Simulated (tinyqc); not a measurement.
Strained Delta valleys, repopulation and conductivity mass: two steps of the calculation.

A cubic crystal with three pairs of conduction valleys along x, y and z under uniaxial stress X along [100] (X > 0 is tension); current along [010]. Non-degenerate electrons, fixed total density, one relaxation time for all valleys and stresses, masses unchanged by strain, so the mobility goes as the mean inverse mass.

Inputs (values chosen for the exercise); values close to those of silicon: compliance s11 = 7.89 1/TPa; compliance s12 = -2.1 1/TPa; compliance s44 = 12.9 1/TPa; longitudinal mass ml = 0.887 m0; transverse mass mt = 0.198 m0; uniaxial stress (tension positive) X = 1900 MPa.

Task 1. Strain tensor. Stress s_ij = X a_i a_j with a the unit vector along [100]; strain e_ii = s11 s_ii + s12 (s_jj + s_kk), e_ij = s44 s_ij/2.

Give: strain.

Result 1.

strain (%):

|  | x | y | z |
|---|---|---|---|
| x | 1.499 | 0.000 | 0.000 |
| y | 0.000 | -0.399 | 0.000 |
| z | 0.000 | 0.000 | -0.399 |

Task 2. Conductivity mass and mobility. Inverse mass along the current d = [010]: (n.d)^2/ml + (1 - (n.d)^2)/mt; mu/mu0 = sum f (1/m) over the plain mean of 1/m.

share f, valley x to z: [0.00116701, 0.49941649, 0.49941649]

Give: 1/m along d; conductivity mass; unstrained value; mu/mu0.

Result 2.

1/m along d, valley x to z (1/m0): [5.0505, 1.1274, 5.0505]
conductivity mass = 0.32349 m0
unstrained value = 0.26718 m0
mu/mu0 = 0.82592

The possible range, all electrons in one kind of valley, is 0.301 to 1.35.

tinyqc, about 0.01 s, one thread, Intel Xeon 2.30GHz (shared host): `OMP_NUM_THREADS=1 python tinyqc.py 2530057 2530058 out.jsonl`
